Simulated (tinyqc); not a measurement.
Capacitance shares from swing and barrier lowering.

Problem. Below threshold the charge is negligible, so the band edge moves as -(aG Vg + aD Vd), aG = CG/CS, aD = CD/CS (CG, CD the capacitances of the barrier top to gate and drain, CS the total), and I goes as exp((aG Vg + aD Vd)/Vt) once Vd is well above Vt. Find aG, aD, CS and CD.

Inputs (values chosen for the exercise):
```
symbol,value,unit,meaning
T,150,K,temperature
```

Constants: q = 1.602176634e-19 C, kB = 1.380649e-23 J/K, Vt = kB T/q. Results are converted to the units shown.

swing = 38.157968 mV/decade
DIBL = 15.384615 mV/V
CG = 23.591552 pF/cm

Solution. The swing is Vt ln 10/aG and the DIBL, -dVg/dVd at fixed current, is aD/aG.

aG = 0.7800
aD = 0.01200
CS = 30.25 pF/cm
CD = 0.3629 pF/cm

Program tinyqc, `OMP_NUM_THREADS=1 python tinyqc.py 2400008 2400009 out.jsonl`; Intel Xeon 2.30GHz, shared host, one thread, about 0.03 s.
